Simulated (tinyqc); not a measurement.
Empirical pseudopotential in a few plane waves, step by step. Computed by tinyqc, a small Python program that keeps every step. Settings: plane-wave index or count = 15. Command: `OMP_NUM_THREADS=1 python tinyqc.py 25630 25631 out.jsonl` (the two numbers bound the seeds that draw the settings). One thread of a shared host (Intel(R) Xeon(R) Processor @ 2.60GHz), about 0.2 s of CPU time with the checks.

## Bloch Hamiltonian at k

Parameters chosen for this model: fcc lattice, atoms at +/- a/8 (1,1,1); form factors in rydberg at |G|^2 in units of (2 pi/a)^2:
```
parameter                 value      unit
a                      5.530000  angstrom
VS(3)                 -0.219000        Ry
VS(8)                  0.034000        Ry
VS(11)                 0.039000        Ry
VA(3)                  0.052000        Ry
VA(4)                  0.098000        Ry
VA(11)                 0.002000        Ry
hbar^2/2m (2 pi/a)^2   4.918497        eV
```

k point k (2 pi / a): -0.240000  -0.380000  -0.340000

Basis: the 15 shortest G (labels in 2 pi/a), the same at every k. H(G,G') = c |k + G|^2 delta + VS(|G-G'|^2) cos((G-G').tau) + i VA sin((G-G').tau), tau = a/8 (1,1,1); 1 Ry = 13.605693 eV.

H(k) at k (eV):
```
                     +0+0+0               -1-1-1               -1-1+1               -1+1-1
+0+0+0             1.562115   2.106928+0.500275i  -2.106928+0.500275i  -2.106928+0.500275i
-1-1-1   2.106928-0.500275i            25.761119   0.000000-1.333358i   0.000000-1.333358i
-1-1+1  -2.106928-0.500275i   0.000000+1.333358i            19.071963             0.462594
-1+1-1  -2.106928-0.500275i   0.000000+1.333358i             0.462594            18.285004
-1+1+1  -2.106928+0.500275i            -0.462594   0.000000+1.333358i   0.000000+1.333358i
+1-1-1  -2.106928-0.500275i   0.000000+1.333358i             0.462594             0.462594
+1-1+1  -2.106928+0.500275i            -0.462594   0.000000+1.333358i             0.000000
+1+1-1  -2.106928+0.500275i            -0.462594             0.000000   0.000000+1.333358i
+1+1+1   2.106928+0.500275i             0.000000            -0.462594            -0.462594
-2+0+0   0.000000-1.333358i  -2.106928+0.500275i  -2.106928-0.500275i  -2.106928-0.500275i
+0-2+0   0.000000-1.333358i  -2.106928+0.500275i  -2.106928-0.500275i   0.375206-0.019241i
+0+0-2   0.000000-1.333358i  -2.106928+0.500275i   0.375206-0.019241i  -2.106928-0.500275i
+0+0+2   0.000000+1.333358i  -0.375206-0.019241i   2.106928+0.500275i  -0.375206+0.019241i
+0+2+0   0.000000+1.333358i  -0.375206-0.019241i  -0.375206+0.019241i   2.106928+0.500275i
+2+0+0   0.000000+1.333358i  -0.375206-0.019241i  -0.375206+0.019241i  -0.375206+0.019241i

                     -1+1+1               +1-1-1               +1-1+1               +1+1-1
+0+0+0  -2.106928-0.500275i  -2.106928+0.500275i  -2.106928-0.500275i  -2.106928-0.500275i
-1-1-1            -0.462594   0.000000-1.333358i            -0.462594            -0.462594
-1-1+1   0.000000-1.333358i             0.462594   0.000000-1.333358i             0.000000
-1+1-1   0.000000-1.333358i             0.462594             0.000000   0.000000-1.333358i
-1+1+1            11.595848             0.000000             0.462594             0.462594
+1-1-1             0.000000            21.039362   0.000000-1.333358i   0.000000-1.333358i
+1-1+1             0.462594   0.000000+1.333358i            14.350206             0.462594
+1+1-1             0.462594   0.000000+1.333358i             0.462594            13.563247
+1+1+1   0.000000+1.333358i            -0.462594   0.000000+1.333358i   0.000000+1.333358i
-2+0+0   2.106928-0.500275i   0.375206-0.019241i  -0.375206-0.019241i  -0.375206-0.019241i
+0-2+0  -0.375206-0.019241i  -2.106928-0.500275i   2.106928-0.500275i  -0.375206-0.019241i
+0+0-2  -0.375206-0.019241i  -2.106928-0.500275i  -0.375206-0.019241i   2.106928-0.500275i
+0+0+2  -2.106928+0.500275i  -0.375206+0.019241i  -2.106928+0.500275i   0.375206+0.019241i
+0+2+0  -2.106928+0.500275i  -0.375206+0.019241i   0.375206+0.019241i  -2.106928+0.500275i
+2+0+0   0.375206+0.019241i   2.106928+0.500275i  -2.106928+0.500275i  -2.106928+0.500275i

                     +1+1+1               -2+0+0               +0-2+0               +0+0-2
+0+0+0   2.106928-0.500275i   0.000000+1.333358i   0.000000+1.333358i   0.000000+1.333358i
-1-1-1             0.000000  -2.106928-0.500275i  -2.106928-0.500275i  -2.106928-0.500275i
-1-1+1            -0.462594  -2.106928+0.500275i  -2.106928+0.500275i   0.375206+0.019241i
-1+1-1            -0.462594  -2.106928+0.500275i   0.375206+0.019241i  -2.106928+0.500275i
-1+1+1   0.000000-1.333358i   2.106928+0.500275i  -0.375206+0.019241i  -0.375206+0.019241i
+1-1-1            -0.462594   0.375206+0.019241i  -2.106928+0.500275i  -2.106928+0.500275i
+1-1+1   0.000000-1.333358i  -0.375206+0.019241i   2.106928+0.500275i  -0.375206+0.019241i
+1+1-1   0.000000-1.333358i  -0.375206+0.019241i  -0.375206+0.019241i   2.106928+0.500275i
+1+1+1             6.874091  -0.375206-0.019241i  -0.375206-0.019241i  -0.375206-0.019241i
-2+0+0  -0.375206+0.019241i            25.957859             0.462594             0.462594
+0-2+0  -0.375206+0.019241i             0.462594            28.712217             0.462594
+0+0-2  -0.375206+0.019241i             0.462594             0.462594            27.925258
+0+0+2  -2.106928-0.500275i            -0.462594            -0.462594             0.000000
+0+2+0  -2.106928-0.500275i            -0.462594             0.000000            -0.462594
+2+0+0  -2.106928-0.500275i             0.000000            -0.462594            -0.462594

                     +0+0+2               +0+2+0               +2+0+0
+0+0+0   0.000000-1.333358i   0.000000-1.333358i   0.000000-1.333358i
-1-1-1  -0.375206+0.019241i  -0.375206+0.019241i  -0.375206+0.019241i
-1-1+1   2.106928-0.500275i  -0.375206-0.019241i  -0.375206-0.019241i
-1+1-1  -0.375206-0.019241i   2.106928-0.500275i  -0.375206-0.019241i
-1+1+1  -2.106928-0.500275i  -2.106928-0.500275i   0.375206-0.019241i
+1-1-1  -0.375206-0.019241i  -0.375206-0.019241i   2.106928-0.500275i
+1-1+1  -2.106928-0.500275i   0.375206-0.019241i  -2.106928-0.500275i
+1+1-1   0.375206-0.019241i  -2.106928-0.500275i  -2.106928-0.500275i
+1+1+1  -2.106928+0.500275i  -2.106928+0.500275i  -2.106928+0.500275i
-2+0+0            -0.462594            -0.462594             0.000000
+0-2+0            -0.462594             0.000000            -0.462594
+0+0-2             0.000000            -0.462594            -0.462594
+0+0+2            14.546946             0.462594             0.462594
+0+2+0             0.462594            13.759987             0.462594
+2+0+0             0.462594             0.462594            16.514345
```

## Levels at k

Diagonalise the Hermitian matrix.

eigenvalues (eV): -2.170433  5.702359  9.526191  10.073919  13.056442  15.163429  15.476644  17.913727  18.932785  19.954230  21.047344  25.754390  27.634391  28.976089  32.478062

## Bands along a path

The same steps at evenly spaced points between the labelled ones.

Bands along the path (eV), lowest eight:
```
k            band 1     band 2     band 3     band 4     band 5     band 6     band 7     band 8
L         -1.320077   4.159982   9.951418   9.951418  12.612967  15.094447  15.094447  18.544995
L-G 0.33  -2.129666   5.513191   9.979859   9.979859  12.682594  15.288917  15.288917  18.118798
L-G 0.67  -2.917712   8.101580  10.338421  10.338421  12.996719  15.461626  15.461626  15.851279
G         -3.212520  10.608509  10.608509  10.608509  11.808357  15.018751  15.018751  15.018751
G-X 0.33  -2.818686   8.216167   9.719944   9.719944  13.506243  14.413856  16.638938  16.638938
G-X 0.67  -1.753987   5.845464   8.676050   8.676050  11.578976  13.815980  19.760873  19.763821
X         -0.636774   4.418922   8.422872   8.422872  10.811630  13.389911  23.419124  23.419124
```

With 4 band(s) filled, the highest filled level on these points lies at G and the lowest empty one at X: a gap of 0.2031 eV, indirect. This holds for the small fixed basis; with all plane waves up to |k + G|^2 = 21 (2 pi/a)^2 the gap along the path is 0.44 eV.

## Convergence with the number of plane waves

Levels at G counted from the fourth one.

Levels (eV):
```
plane waves     level 1   level 5   level 8
9            -15.296578  0.932866  2.666716
15           -13.821029  1.199848  4.410241
27           -13.077236  1.325021  4.642978
51           -12.898973  1.338479  4.676387
59           -12.869530  1.368058  4.554113
65           -12.868125  1.369616  4.537430
89           -12.862065  1.368934  4.543121
```
